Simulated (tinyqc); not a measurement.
Thermal stress, cracking, delamination and buckling of a thin film; Griffith cracks and misfitting inclusions. Inputs raised by 10 %, one at a time. Computed by tinyqc, a small Python program. Command: `OMP_NUM_THREADS=1 python tinyqc.py 3016616 3016617 out.jsonl filmcrack sens`. One thread of a shared host (Intel(R) Xeon(R) Processor @ 2.30GHz), about 0.03 s of CPU time with the checks.

Isotropic linear elasticity; the substrate is much thicker than the film; stress is positive in tension.

Inputs (values chosen for the exercise, modelled on a porous low-k oxide on silicon):
```
quantity                          value        unit
film Young's modulus E             8.18         GPa
film Poisson ratio nu              0.24           -
film expansion alpha_f             11.5      1e-6/K
substrate expansion alpha_s           3      1e-6/K
deposition temperature T_d          625           K
final temperature T                 300           K
intrinsic stress                    -14         MPa
film thickness h                   0.23  micrometre
substrate Young's modulus E_s       147         GPa
substrate Poisson ratio nu_s       0.28           -
flaw half length a                 0.32  micrometre
substrate surface energy gamma_s    1.1       J/m^2
inclusion radius R                0.095  micrometre
```

Inclusion: long cylinder (a filled via).

Method:
- Thermal strain = (alpha_f - alpha_s)(T_d - T); stress = E/(1 - nu) x strain + intrinsic stress; plane-strain modulus Ebar = E/(1 - nu^2); G0 = stress^2 h/(2 Ebar) is the energy freed per area when a long strip loses its stress across its width.
- Through crack of length 2a in plane strain: K_Ic = sqrt(2 gamma_s E_s/(1 - nu_s^2)); fracture stress = K_Ic/sqrt(pi a). An edge crack of depth a has K larger by 1.1215.
- Film material fills a long cylinder of radius R in the substrate, with the misfit e = thermal strain (it wants to shrink if e > 0). With the axial strain held by the substrate, s0 = (1 + nu) e/[(1 + nu)(1 - 2 nu)/E + (1 + nu_s)/E_s]; inside s_rr = s_tt = s0 and s_zz = E e + 2 nu s0; outside s_rr = s0 (R/r)^2, s_tt = -s_rr. Keep-out radius: where |s_rr| falls to 10 MPa (R if it is lower at the wall).

Runs; columns: (1) input moved; (2) from; (3) to; (4) film stress (MPa); (5) G0 (J/m^2); (6) fracture stress, inner crack (MPa); (7) radial stress at the wall s0 (MPa):
```
(1)                                     (2)     (3)     (4)        (5)     (6)     (7)
base run                                  -       -  15.733  0.0032796  590.81  39.133
film Young's modulus E (GPa)           8.18   8.998  18.707  0.0042148  590.81  42.623
film Poisson ratio nu                  0.24   0.264  16.703  0.0036488  590.81  42.769
substrate expansion alpha_s (1e-6/K)      3     3.3  14.684  0.0028567  590.81  37.752
deposition temperature T_d (K)          625   687.5  21.451  0.0060965  590.81  46.659
intrinsic stress (MPa)                  -14   -15.4  14.333  0.0027219  590.81  39.133
substrate Young's modulus E_s (GPa)     147   161.7  15.733  0.0032796  619.65  39.491
inclusion radius R (micrometre)       0.095  0.1045  15.733  0.0032796  590.81  39.133
```

Exponents ln(y'/y) / ln(x'/x):
```
input                          film stress      G0  fracture stress, inner crack  radial stress at the wall s0
film Young's modulus E               1.816   2.632                           0.0                         0.896
film Poisson ratio nu                0.627   1.119                           0.0                         0.932
substrate expansion alpha_s         -0.724  -1.449                           0.0                        -0.377
deposition temperature T_d           3.253   6.505                           0.0                         1.845
intrinsic stress                    -0.978  -1.956                           0.0                         0.000
substrate Young's modulus E_s        0.000   0.000                           0.5                         0.095
inclusion radius R                   0.000   0.000                           0.0                         0.000
```

To which inputs is each result most sensitive?

Among the inputs moved here: film stress answers most in size to deposition temperature T_d (exponent +3.253), next to film Young's modulus E (+1.816); its exponent is below 0.0005 for substrate Young's modulus E_s, inclusion radius R. G0 answers most in size to deposition temperature T_d (exponent +6.505), next to film Young's modulus E (+2.632); its exponent is below 0.0005 for substrate Young's modulus E_s, inclusion radius R. fracture stress, inner crack answers most in size to substrate Young's modulus E_s (exponent +0.500); its exponent is below 0.0005 for film Young's modulus E, film Poisson ratio nu, substrate expansion alpha_s, deposition temperature T_d, intrinsic stress, inclusion radius R. radial stress at the wall s0 answers most in size to deposition temperature T_d (exponent +1.845), next to film Poisson ratio nu (+0.932); its exponent is below 0.0005 for intrinsic stress, inclusion radius R.
